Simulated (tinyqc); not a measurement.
Trap density from the barrier height.

Inverse problem. In a partly depleted grain with all boundary traps filled, 2 N W = Qt and VB = q N W^2/(2 eps0 eps_r). Find Qt, W and the doping at which VB would equal Vt.

Inputs (values chosen for the exercise): temperature T = 350 K; relative permittivity eps_r = 11.7.

Constants: q = 1.602176634e-19 C, kB = 1.380649e-23 J/K, Vt = kB T/q, eps0 = 8.8541878128e-14 F/cm where lengths are in cm. Results are converted to the units shown.

doping = 5.3e18 cm^-3
barrier height = 0.077183703 V

Answer. Eliminating W gives VB = q Qt^2/(8 eps0 eps_r N), which falls as 1/N.

Qt = 4.600e12 cm^-2
W = 4.340 nm
doping for VB = Vt = 1.356e19 cm^-3

Program tinyqc, `OMP_NUM_THREADS=1 python tinyqc.py 2830208 2830209 out.jsonl`; Intel Xeon 2.30GHz, shared host, one thread, about 0.01 s.
